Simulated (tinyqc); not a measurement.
Changing the voltage V: leakage currents through a thin dielectric. Computed by tinyqc, a small Python program. Command: `OMP_NUM_THREADS=1 python tinyqc.py 3019076 3019077 out.jsonl leak sweep`. One thread of a shared host (Intel(R) Xeon(R) Processor @ 2.30GHz), about 0.08 s of CPU time with the checks.

Electrons leave an electrode with Fermi energy E_F above its band bottom; barriers are counted from the Fermi level, and both electrodes are alike.

Inputs (values chosen for the exercise, modelled on Al2O3):
```
quantity                           value  unit
barrier height phi_B                2.48    eV
tunnelling mass m                   0.33   m_0
static permittivity k               9.15     -
optical permittivity k_o            3.16     -
trap depth phi_t                     1.5    eV
Poole-Frenkel prefactor sigma_0  3.6e-07  S/cm
thickness t                          8.8    nm
electrode Fermi energy E_F         0.085    eV
electrode mass m_e                   0.3   m_0
temperature T                        200     K
```

Stack: single layer.

Constants: m_0 = 9.1093837015e-31 kg; e = 1.602176634e-19 C; hbar = 1.054571817e-34 J s; k_B = 8.617333262e-05 eV/K; k_B = 1.380649e-23 J/K; eps_0 = 8.8541878128e-12 F/m; h = 6.62607015e-34 J s.

Method:
- Field F = V/t; equivalent oxide thickness 3.9 t/k.
- WKB: a layer of mass m, field F and barrier b(x) = b_0 - e F x gives the exponent (4 sqrt(2 m)/(3 hbar e F)) [b_0^(3/2) - max(b_0 - e F t, 0)^(3/2)] for b_0 > 0; b_0 = barrier - (E - E_F); the transmission is D(E) = exp(-sum of exponents), without image force.
- Tsu-Esaki: J = (e m_e k_B T/(2 pi^2 hbar^3)) int D(E) ln[(1 + exp((E_F - E)/k_B T))/(1 + exp((E_F - eV - E)/k_B T))] dE over the normal energy E (its change with the mass at an interface is neglected) from max(0, E_F - 3 eV) to E_F + largest barrier, by 100 Gauss-Legendre points in each part, split at E_F - 0.3 eV (if inside the range) and E_F + 8 k_B T.
- The mean energy weights E - E_F by the integrand.
- Schottky emission J = A T^2 exp(-(phi_B - sqrt(e^3 F/(4 pi k_o eps_0)))/k_B T), A = 4 pi e m k_B^2/h^3 with the tunnelling mass; Poole-Frenkel J = sigma_0 F exp(-(phi_t - sqrt(e^3 F/(pi k_o eps_0)))/k_B T); both use the field F of the dielectric.

One run for each value:
```
voltage V (V)  tunnel current density (A/cm^2)  Poole-Frenkel current density (A/cm^2)  transmission D(E_F)
0.34                                6.4220e-28                              1.0768e-32           6.5731e-35
0.49                                2.3569e-27                              3.4006e-31           2.4352e-34
0.70                                1.5343e-26                              1.7936e-29           1.6079e-33
1.00                                2.5191e-25                              1.9137e-27           2.7002e-32
1.40                                1.3838e-23                              3.3822e-25           1.5376e-30
2.10                                4.9715e-20                              5.6882e-22           6.0555e-27
3.00                                2.2508e-13                              1.4270e-18           2.9958e-20
4.30                                2.1830e-07                              1.6917e-14           2.3931e-14
6.10                                2.7572e-03                              8.3878e-10           2.5020e-10
```

Over the rows, tunnel current density (A/cm^2) rises from 6.42e-28 to 0.00276 (exponent d ln y / d ln x 3.6 between the first rows and 27 between the last); Poole-Frenkel current density (A/cm^2) rises from 1.08e-32 to 8.39e-10 (exponent d ln y / d ln x 9.4 between the first rows and 31 between the last); transmission D(E_F) rises from 6.57e-35 to 2.50e-10 (exponent d ln y / d ln x 3.6 between the first rows and 26 between the last).

Caution (rows 0.340, 0.490, 0.700, 1.00, 1.40, 2.10, 3.00): so small a Poole-Frenkel current cannot be measured, and its value is formal.
